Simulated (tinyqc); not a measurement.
n-type polysilicon, carrier trapping at grain boundaries: one step of the calculation.

One-dimensional grains of size Lg, uniform ionised doping N, monovalent traps Qt at each boundary at a depth Et below (for electrons) or above (for holes) the band edge there, abrupt depletion of width W on each side of a boundary, Boltzmann statistics. xi is the distance from the band edge at the grain centre to the Fermi level. Trapped charge Qt/(1 + exp((xi + VB - Et)/Vt)) = 2 N W, barrier VB = q N W^2/(2 eps0 eps_r).

Question. Depletion width, Fermi level and barrier. If the trap equation with xi = Vt ln(NB/N) has a root W < Lg/2, the grain is partly depleted; otherwise W = Lg/2 and the trap equation gives xi = Et - VB + Vt ln(Qt/(N Lg) - 1). N* = Qt/Lg.

Inputs (values chosen for the exercise); values of the order met in polycrystalline silicon: temperature T = 300 K; relative permittivity eps_r = 11.7; conduction-band density of states at T NB = 2.8e19 cm^-3; grain size Lg = 50 nm; trap density of a grain boundary Qt = 1.3e12 cm^-2; depth of the trap level from the majority band edge at the boundary Et = 0.43 eV; doping N = 9.1e16 cm^-3.

Constants: q = 1.602176634e-19 C, kB = 1.380649e-23 J/K, Vt = kB T/q, eps0 = 8.8541878128e-14 F/cm where lengths are in cm. Results are converted to the units shown.

Find: N*; W; xi; VB; share of traps filled.

Answer.

N* = 2.6000e17 cm^-3
W = 25.000 nm
xi = 0.40202 V
VB = 0.043981 V
share of traps filled = 0.35000

N is 0.350 N*, and the grain is fully depleted; VB = 1.70 Vt.

tinyqc, about 0.01 s, one thread, Intel Xeon 2.30GHz (shared host): `OMP_NUM_THREADS=1 python tinyqc.py 2830044 2830045 out.jsonl`
